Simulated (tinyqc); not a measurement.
Quasi-harmonic thermal expansion with mode Grueneisen parameters: one step, computed by the program tinyqc.

A crystal with two atoms a cell; per atom there are 1 transverse acoustic (TA), 1/2 longitudinal acoustic (LA) and 3/2 optical (O) modes. Every frequency of group i scales as nu_i (V/V0)^(-gamma_i). The acoustic groups have Debye spectra, density 3 nu^2/nu_i^3 up to nu_i (40 Gauss-Legendre points); the optical group has one frequency. Static energy: E = (9 V0 B0/16) [y^3 B' + y^2 (2 - 4 y)], y = (V0/V)^(2/3) - 1, with pressure P_s = (3 B0/2) (z^7 - z^5) [1 + (3/4)(B' - 4)(z^2 - 1)], z = (V0/V)^(1/3).

Task: Grueneisen's estimate. gamma_th = sum gamma_i C_i / sum C_i; volume expansion coefficient alpha_V = gamma_th C k_B/(B0 V0); linear coefficient alpha_V/3; first-order volume change P_ph/B0.

Inputs (values chosen for the exercise, for a model crystal): static volume V0 = 26.1 angstrom^3/atom; static bulk modulus B0 = 264 GPa; temperature T = 500 K.

Acoustic groups: Debye.

Groups:
```
group  h nu_i/(k_B T)  U_i (meV)  C_i (k_B)  gamma_i C_i (k_B)
TA          0.2514803   43.22281  0.9968450         -0.9669397
LA          0.4866432   21.79771  0.4941292          0.3557730
O           0.7602001   67.71292   1.429802           2.001723
```

phonon pressure at V0 = 0.4209018 GPa

Constants: k_B = 8.617333262e-05 eV/K; 1 eV/angstrom^3 = 160.2176634 GPa.

Give: heat capacity C at V0; gamma_th at V0; linear expansion, Grueneisen estimate; first-order volume change.

Result:

heat capacity C at V0 = 2.921 k_B/atom

gamma_th at V0 = 0.4761

linear expansion, Grueneisen estimate = 0.9288 ppm/K

first-order volume change = 0.1594 %
